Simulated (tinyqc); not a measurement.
Polytypes by hexagonality, and a cubic inclusion as a quantum well, step by step. Values are carried at full precision from step to step, so a last printed digit may differ when a step is redone from the rounded ones.

A layer is h if its two neighbours in the periodic sequence sit on the same site, k otherwise; the hexagonality h is the share of h layers.

Constants: hbar^2/2m0 = 3.80998211 eV angstrom^2.

Parameters, chosen for this exercise (of the order of those of GaN; shifted at random, so the results belong to these values and not to a real crystal):

| symbol | value | unit | meaning |
|---|---|---|---|
| E3 | 3.303 | eV | gap of the cubic polytype |
| E2 | 3.47 | eV | gap of 2H |
| Ev2 | 0.058 | eV | valence top of 2H above that of 3C |
| P2 | -0.0146 | C/m^2 | spontaneous polarisation of 2H |
| m | (0.193, 0.21) | m0 | electron mass along c in the cubic layer and in the host |
| d | 2.587 | angstrom | thickness of a double layer |
| eps | 9.7 |  | dielectric constant |
| N | 3 |  | double layers in the cubic inclusion |

## Hexagonality

Stacking sequences:

| polytype | sequence |
|---|---|
| 21R | ABCACBACABCBACBCABACB |
| 8H | ABCABACB |
| 9R | ABCBCACAB |
| 2H | AB |
| 10H | ABCABCBACB |

Give the h/k string and h of each.

Hexagonality:

| polytype | h/k string | h |
|---|---|---|
| 21R | hkkhkkkhkkhkkkhkkhkkk | 0.2857 |
| 8H | hkkkhkkk | 0.2500 |
| 9R | hkhhkhhkh | 0.6667 |
| 2H | hh | 1.0000 |
| 10H | hkkkkhkkkk | 0.2000 |

## Gaps and band edges

Gap: E3 + (E2 - E3) h. Valence top Ev2 h and polarisation P2 h, both counted from 3C; Ec = Ev + gap.

Evaluate for each polytype.

Results:

| polytype | gap (eV) | Ev (eV) | Ec (eV) | P (C/m^2) |
|---|---|---|---|---|
| 21R | 3.3507 | 0.0166 | 3.3673 | -0.00417 |
| 8H | 3.3447 | 0.0145 | 3.3592 | -0.00365 |
| 9R | 3.4143 | 0.0387 | 3.4530 | -0.00973 |
| 2H | 3.4700 | 0.0580 | 3.5280 | -0.01460 |
| 10H | 3.3364 | 0.0116 | 3.3480 | -0.00292 |

The widest gap is that of 2H, the narrowest that of 10H. Ev and Ec both rise with h, so 3C collects electrons and the more hexagonal side holes: a staggered line-up.

## The bound level without the field

A cubic inclusion of width L = N d in the host (h = 1) is a well of depth V = Ec(host) - Ec(3C). Square well with mass mismatch: k tan(k L/2) = (m_w/m_b) q, k = sqrt(m_w E/c), q = sqrt(m_b (V - E)/c), c = hbar^2/2m0, lowest root. The depth of the level, V - E, is its binding, and the transition to the valence top of the host is gap(host) - (V - E). The step in polarisation gives a field |F| = |P|/(eps eps0) in a thin inclusion, eps0 = 8.8541878e-12 F/m.

Give V, L, the level E, its depth below the host conduction edge and the transition to the valence top of the host, gap(host) - (V - E).

V = 0.2250 eV
L = 7.761 angstrom
E above the bottom = 0.1914 eV
depth below the host edge = 0.0336 eV
transition = 3.4364 eV

The level keeps 15 % of the well depth. The transition lies above the gap of 3C itself (3.303 eV). At a few layers the effective-mass picture is only a guide.

## The polarisation field

Give |F|, the drop |F| L, the bound charge |P|/e per cm^2 (e = 1.602176634e-19 C), and, as a first estimate, the shift -|F| L/2 of the transition for an electron centred in the layer and a hole in the host on the high side.

|F| = 1.700 MV/cm
drop = 131.9 meV
bound charge = 9.11e+12 cm^-2
estimated shift = -66.0 meV

The drop is 59 % of the well depth. The host edge on the low side sinks by 66 meV against the centre, more than the 34 meV by which the flat well binds, so the level may not survive the field and the estimate must be checked.

## Checks

- Square-well root against finite differences on a grid of 0.5 angstrom (eV): both 0.191.

Program tinyqc; command `OMP_NUM_THREADS=1 python tinyqc.py 1880663 1880664 out.jsonl`; about 0.05 s on one thread of a shared Intel(R) Xeon(R) Processor @ 2.30GHz.
